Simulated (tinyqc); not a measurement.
Inside a calculation. Method: inverse iteration on a symmetric matrix. One step of it, computed by the program tinyqc.

Task: Step 1. solve (A - shift) w = v; v' = w/|w| with its largest component positive (the first on a tie); lambda = v'^T A v'.

A:
$$\begin{pmatrix}
0.187000 & -0.449000 & -0.495000 & 0.355000 & 1.401000 & -0.580000 \\
-0.449000 & 0.359000 & 0.340000 & -0.859000 & 0.388000 & 0.121000 \\
-0.495000 & 0.340000 & 1.166000 & 0.983000 & -0.339000 & -0.169000 \\
0.355000 & -0.859000 & 0.983000 & 1.883000 & -0.242000 & 0.674000 \\
1.401000 & 0.388000 & -0.339000 & -0.242000 & 1.891000 & -0.358000 \\
-0.580000 & 0.121000 & -0.169000 & 0.674000 & -0.358000 & 1.914000
\end{pmatrix}$$

vector v at the start: [0.408248, 0.408248, 0.408248, 0.408248, 0.408248, 0.408248]

shift = 1.060000

Give: vector after step 1; Rayleigh quotient after step 1.

Result:

vector after step 1: [-0.153, 0.558, 0.594, -0.009, 0.486, 0.273]

Rayleigh quotient after step 1 = 1.251
